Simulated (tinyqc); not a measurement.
# Changing the C12

Model: Raman shift of the zone-centre optical phonon of a diamond-structure crystal under stress. Computed by tinyqc, a small Python program. Command: `OMP_NUM_THREADS=1 python tinyqc.py 3014485 3014486 out.jsonl ramanstress sweep`. One thread of a shared host (Intel(R) Xeon(R) Processor @ 2.30GHz), about 0.01 s of CPU time with the checks.

Axes x, y, z are the cube axes. Strain shifts the threefold optical mode and can split it; p, q and r are the phonon deformation potentials.

Inputs (values chosen for the exercise, modelled on germanium): unstrained frequency omega_0 = 301 1/cm; p/omega_0^2 = -1.54; q/omega_0^2 = -1.88; r/omega_0^2 = -1.11; C11 = 130.4 GPa; C44 = 66.77 GPa; stress sigma (tension positive) = -1.1 GPa; polarisation angle phi = 10 degree.

Stress state: biaxial. Axis: [001].

Method:
- S11 = (C11 + C12)/D, S12 = -C12/D, D = (C11 - C12)(C11 + 2 C12), S44 = 1/C44.
- Equal biaxial stress in the plane normal to the axis (unit vector n): sigma_ij = sigma (delta_ij - n_i n_j).
- eps_xx = S11 sigma_xx + S12 (sigma_yy + sigma_zz), and cyclic; eps_xy = S44 sigma_xy/2 (tensor strain).
- Secular matrix: M_xx = p eps_xx + q (eps_yy + eps_zz), M_xy = 2 r eps_xy; its eigenvalues are omega^2 - omega_0^2, and the shifts are these over 2 omega_0.
- gamma = -(p + 2q)/(6 omega_0^2); the mean of the three shifts is -gamma omega_0 x (volume strain).
- Backscattering from a (001) surface: incident polarisation (cos phi, sin phi, 0). With Raman tensors (R_z)_xy = (R_z)_yx = 1 and cyclic, only the z component u_z of a mode counts: I = u_z^2 sin^2(2 phi) for parallel and u_z^2 cos^2(2 phi) for crossed polarisers. An unresolved line sits at the intensity-weighted shift, which is M_zz/(2 omega_0).

One run for each value:
```
C12 (GPa)  shift per stress (1/(cm GPa))  mean shift (1/cm)  S12 (1/TPa)  volume strain (per mille)
6.52                             -3.9826             4.0780      -0.3669                    -15.337
16.80                            -3.5428             3.5667      -0.9018                    -13.415
27.00                            -3.2137             3.1721      -1.4161                    -11.931
37.30                            -2.9604             2.8534      -1.9544                    -10.732
47.50                            -2.7707             2.5951      -2.5421                     -9.760
57.70                            -2.6326             2.3798      -3.2289                     -8.950
68.00                            -2.5428             2.1957      -4.0906                     -8.258
78.20                            -2.5076             2.0396      -5.2234                     -7.671
```

Over the rows, shift per stress (1/(cm GPa)) rises from -3.98 to -2.51 (exponent d ln y / d ln x -0.12 between the first rows and -0.100 between the last); mean shift (1/cm) falls from 4.08 to 2.04 (exponent d ln y / d ln x -0.14 between the first rows and -0.53 between the last); S12 (1/TPa) falls from -0.367 to -5.22 (exponent d ln y / d ln x 0.95 between the first rows and 1.7 between the last). C12 sets the Poisson contraction: at fixed C11 it raises the bulk modulus, which cuts the volume strain and the mean shift, and lowers C11 - C12, which enlarges the shear strain that splits the modes.

Extremes, crossings and ranges named in words are read from the listed rows.
